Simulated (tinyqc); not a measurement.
Frequency dispersion of an accumulation capacitance by border traps, distributed model: one step of the calculation.

Traps spread evenly through the insulator exchange electrons with the semiconductor by tunnelling, with tau(x) = t0 exp(2 ka x) at depth x from the interface. The admittance per area Y seen at depth x obeys dY/dx = -Y^2/(i w eps0 eox) + q Nb ln(1 + i w tau)/tau, with Y(0) = i w Cs and w = 2 pi f; the gate sees Y(tox) = G + i w C. Working variable y = Y/(i w), in uF/cm^2. Cox = eps0 eox/tox.

Task. Capacitance and conductance at the gate. Beyond xe the traps are ignored, so 1/y(tox) = 1/y(xe) + (tox - xe)/(eps0 eox); C = Re y, G/w = -Im y, loss tangent G/(w C).

Parameters, values chosen for the exercise; permittivity close to that of hafnium oxide: relative permittivity of the insulator eox = 18.2; insulator thickness tox = 4.4 nm; depth down to which the steps are taken xe = 1.9 nm.

Constants: eps0 = 8.8541878128e-14 F/cm where lengths are in cm. Results are converted to the units shown.

y at xe = 4.4588502-0.0598019i uF/cm^2

Wanted: y at the gate; C; G/w; loss tangent.

Result.

y at the gate = 2.636-0.021i uF/cm^2
C = 2.636 uF/cm^2
G/w = 0.02089 uF/cm^2
loss tangent = 0.007927

Numbers from tinyqc (`OMP_NUM_THREADS=1 python tinyqc.py 2202180 2202181 out.jsonl`; about 0.4 s on one thread of a shared Intel Xeon 2.30GHz).
